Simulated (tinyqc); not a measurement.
Minority-electron transport through the base of a bipolar transistor (Moll-Ross and Kroemer integrals): one step, computed by the program tinyqc. Command: `OMP_NUM_THREADS=1 python tinyqc.py 3027745 3027746 out.jsonl base walk`. One thread of a shared host (Intel(R) Xeon(R) Processor @ 2.30GHz), about 0.01 s of CPU time with the checks.

Low injection, one dimension, x from the emitter edge (0) to the collector edge (W), s = x/W. Recombination is treated as a small correction (valid for tau_B well below tau_n), computed from the stored charge.

Problem. Profile and built-in field. N(x) = N_0 (ratio)^(-s^2); n_i(x)^2 = n_i^2 exp(s dE_g/k_B T); D(x) = (k_B T/e) mu, mu = mu_min + (mu_max - mu_min)/(1 + (N/N_ref)^0.7). Field that drives electrons towards the collector, averaged over the base: (k_B T/e) ln[N_0 n_i(W)^2/(N(W) n_i^2)]/W.

Inputs (values chosen for the exercise, modelled on GaAs):

| quantity | value | unit |
|---|---|---|
| base doping at the emitter edge N_0 | 1.9e+18 | 1/cm^3 |
| base width W | 31 | nm |
| mu_min | 930 | cm^2/(V s) |
| mu_max | 7180 | cm^2/(V s) |
| N_ref | 1.2e+17 | 1/cm^3 |
| temperature T | 300 | K |
| doping ratio N_0/N(W) | 6.3 | - |
| gap narrowing across the base dE_g | 140 | meV |

Base doping profile: Gaussian. Gap grading: linear. Exit of the base: saturation velocity.

Constants: k_B = 8.617333262e-05 eV/K.

Give: Across the base; drift factor eta (potential drop in k_B T/e); mean built-in field.

Solution.

Across the base:

| s | N (1/cm^3) | n_i(x)^2/n_i^2 | D (cm^2/s) | y (s/cm^5) |
|---|---|---|---|---|
| 0.0 | 1.900e+18 | 1.0 | 44.46 | 4.274e+16 |
| 0.2 | 1.765e+18 | 3.0 | 45.40 | 1.316e+16 |
| 0.4 | 1.415e+18 | 8.7 | 48.43 | 3.350e+15 |
| 0.6 | 9.795e+17 | 25.8 | 54.26 | 7.005e+14 |
| 0.8 | 5.850e+17 | 76.1 | 64.12 | 1.198e+14 |
| 1.0 | 3.016e+17 | 224.9 | 79.64 | 1.684e+13 |

drift factor eta (potential drop in k_B T/e) = 7.256

mean built-in field = 60.51 kV/cm
